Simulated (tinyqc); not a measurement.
From results back to parameters: parabolic quantum dot in a magnetic field (Fock-Darwin). Two cases, with inputs chosen for the exercise.

Problem. The two far-infrared modes of a parabolic dot are W +/- wc/2 with W = sqrt(w0^2 + wc^2/4) and hbar wc = 2 muB B/m. They were computed from hidden w0 and m.

Constants: muB = 5.788381798e-05 eV/T.

Case 1.

Values chosen (out of a larger set: near those of a gate-defined dot in InAs; not measured data): B = 0.61 T (magnetic field).

modes (meV): 6.87609  4.56073

Case 2.

Values chosen (out of a larger set: near those of a gate-defined dot in GaAs; not measured data): B = 4.93 T (magnetic field).

modes (meV): 12.84979  4.61408

Find: hbar wc; m; hbar w0.

Solution. Their difference is hbar wc and their product (hbar w0)^2.

Case 1.

hbar wc = 2.315 meV
m = 0.0305 m0
hbar w0 = 5.60 meV

Case 2.

hbar wc = 8.236 meV
m = 0.0693 m0
hbar w0 = 7.70 meV

Computed by tinyqc, one run a case: `OMP_NUM_THREADS=1 python tinyqc.py N N+1 out.jsonl` with N = 1251087, 1251136; one thread of a shared Intel(R) Xeon(R) Processor @ 2.30GHz, about 0.05 s a run at most.
